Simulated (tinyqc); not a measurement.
Sheet resistance of a shallow doped layer with concentration-dependent mobility and limited activation: one step, computed by the program tinyqc. Command: `OMP_NUM_THREADS=1 python tinyqc.py 3030789 3030790 out.jsonl irvin walk`. One thread of a shared host (Intel(R) Xeon(R) Processor @ 2.30GHz), about 0.02 s of CPU time with the checks.

A layer of one dopant lies in a background of the opposite type. Current flows parallel to the surface down to the junction; depletion is ignored.

Question. Local values. C(x) = C_s exp(-x^2/(2 l^2)). Active density N = min(C, C_a); carriers n = N - C_B; mobility mu = mu_min + (mu_max - mu_min)/(1 + ((N + C_B)/N_r)^alpha). Conductivity e n mu. Depths are 0, 0.2, 0.4, 0.6, 0.8 and 0.95 of x_j.

Inputs (values chosen for the exercise, modelled on phosphorus in silicon):

| quantity | value | unit |
|---|---|---|
| surface concentration C_s | 1.3e+20 | 1/cm^3 |
| length l | 46 | nm |
| background C_B | 1.3e+17 | 1/cm^3 |
| mobility floor mu_min | 70.1 | cm^2/(V s) |
| mobility mu_max | 1380 | cm^2/(V s) |
| reference density N_r | 8.62e+16 | 1/cm^3 |
| exponent alpha | 0.732 | - |
| anneal temperature T | 950 | C |

Profile: Gaussian.

junction depth x_j = 170.9784 nm

active limit C_a = 3.915780e+20 1/cm^3

Constants: e = 1.602176634e-19 C.

Give: Along the depth.

Answer.

Along the depth:

| x (nm) | C (1/cm^3) | N (1/cm^3) | mu (cm^2/(V s)) | conductivity (S/cm) |
|---|---|---|---|---|
| 0.0 | 1.300e+20 | 1.300e+20 | 76.2 | 1586 |
| 34.2 | 9.862e+19 | 9.862e+19 | 77.6 | 1225 |
| 68.4 | 4.305e+19 | 4.305e+19 | 83.8 | 576 |
| 102.6 | 1.081e+19 | 1.081e+19 | 106.8 | 183 |
| 136.8 | 1.563e+18 | 1.563e+18 | 203.2 | 47 |
| 162.4 | 2.549e+17 | 2.549e+17 | 398.4 | 8 |
